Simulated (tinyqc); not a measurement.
Grain-boundary diffusion: Harrison regimes, Fisher and Le Claire analysis, Hart average: one step, computed by the program tinyqc.

A boundary is a slab of width delta with diffusivity D_b, normal to a surface held at constant concentration; it leaks into grains of diffusivity D.

Problem. Effective diffusivity. Hart average for parallel slabs: f = delta/d, D_eff = (s f D_b + (1 - f) D)/(1 - f + s f); share of the boundaries = s f D_b/(s f D_b + (1 - f) D); depth sqrt(D_eff t).

Inputs (values chosen for the exercise, for a model polycrystal):
```
quantity              value  unit
boundary width delta   0.87    nm
segregation factor s     10     -
grain size d            6.6    um
temperature T           796     K
time t                 3800     s
```

D_b = 2.838261e-11 m^2/s

D = 2.516999e-18 m^2/s

Give: boundary fraction f; D_eff; share of the boundaries; depth sqrt(D_eff t).

Solution.

boundary fraction f = 1.318e-04

D_eff = 3.737e-14 m^2/s

share of the boundaries = 0.9999

depth sqrt(D_eff t) = 11.92 um

Caution: outside regime A (which needs sqrt(D t) above about 3 d) the Hart average and its depth are formal: they describe a profile only in regime A or at steady state.
